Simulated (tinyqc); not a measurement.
# On-chip interconnect, size-dependent resistivity and RC delay: two metals against line width

A rectangular line between two neighbours and two ground planes. Surface and grain-boundary scattering are added to the bulk resistivity as corrections; capacitances are parallel-plate values without fringing; inductance is ignored.

Metal width x = wd - 2 tl, height y = AR wd - tl; grain boundaries (Mayadas-Shatzkes): al = (lam/(gr x)) Rg/(1 - Rg), g = 1/[1 - 3 al/2 + 3 al^2 - 3 al^3 ln(1 + 1/al)] - 1; surfaces (Fuchs-Sondheimer, thick limit): s = (3/8) lam (1 - ps)(1/x + 1/y); rho = rho0 (1 + g + s); r = rho/(x y). The second metal has rho2, lam2 and tl2 in place of rho0, lam and tl; ps, Rg, gr and AR are shared.

Inputs (values chosen for the exercise); metal values close to those of cobalt: bulk resistivity rho0 = 6.16 uohm cm; bulk mean free path lam = 12 nm; specular share of surface scattering ps = 0.2; reflection coefficient of grain boundaries Rg = 0.28; grain size over the metal width gr = 1; aspect ratio, height over width AR = 2.1; liner on both walls and the bottom, not conducting tl = 0.5 nm; space to the neighbouring lines sp = 35 nm; dielectric height to the planes above and below hd = 67 nm; relative permittivity of the dielectric ek = 2.2; Miller factor of the neighbours Mf = 1; bulk resistivity of the second metal (close to ruthenium) rho2 = 7.71 uohm cm; mean free path of the second metal lam2 = 6.6 nm; liner of the second metal tl2 = 0.1 nm.

Constants: eps0 = 8.8541878128e-12 F/m. Results are converted to the units shown.

Result of one run:

| rho, first (uohm cm) | rho, second (uohm cm) | r, first (ohm/um) | r, second (ohm/um) | ratio second/first |
|---|---|---|---|---|
| 7.2441 | 8.4521 | 7.1664 | 8.2430 | 1.1502 |

Which drawn line width wd gave this result: 6.5, 8, 13, 45 or 70 nm?

wd = 70 nm.

The whole series:

| wd (nm) | rho, first (uohm cm) | rho, second (uohm cm) | r, first (ohm/um) | r, second (ohm/um) | ratio second/first |
|---|---|---|---|---|---|
| 5 | 23.791 | 18.125 | 5947.7 | 3630.8 | 0.61046 |
| 6.5 | 19.107 | 15.685 | 2641.8 | 1837.4 | 0.69552 |
| 8 | 16.401 | 14.176 | 1437.4 | 1088.3 | 0.75710 |
| 10 | 14.177 | 12.876 | 768.41 | 628.66 | 0.81813 |
| 13 | 12.214 | 11.682 | 379.80 | 335.54 | 0.88347 |
| 17 | 10.730 | 10.749 | 190.51 | 179.72 | 0.94336 |
| 22 | 9.6605 | 10.060 | 100.66 | 100.10 | 0.99443 |
| 30 | 8.7094 | 9.4354 | 48.052 | 50.338 | 1.0476 |
| 45 | 7.8509 | 8.8623 | 18.982 | 20.955 | 1.1040 |
| 70 | 7.2441 | 8.4521 | 7.1664 | 8.2430 | 1.1502 |
| 120 | 6.7917 | 8.1437 | 2.2693 | 2.6986 | 1.1892 |

The resistivity of the first metal falls from 23.8 to 6.79 uohm cm and that of the second goes from 18.1 to 8.14 uohm cm as the line widens. The products rho0 lam, which set the size effect, are 73.9 and 50.9 uohm cm nm. The two resistances cross at wd = 22.7 nm: below it the second metal gives the lower line resistance. For widths well under the mean free path the thick-limit surface term is only a guide.

tinyqc, about 0.01 s, one thread, Intel Xeon 2.30GHz (shared host): `OMP_NUM_THREADS=1 python tinyqc.py 2100155 2100156 out.jsonl`
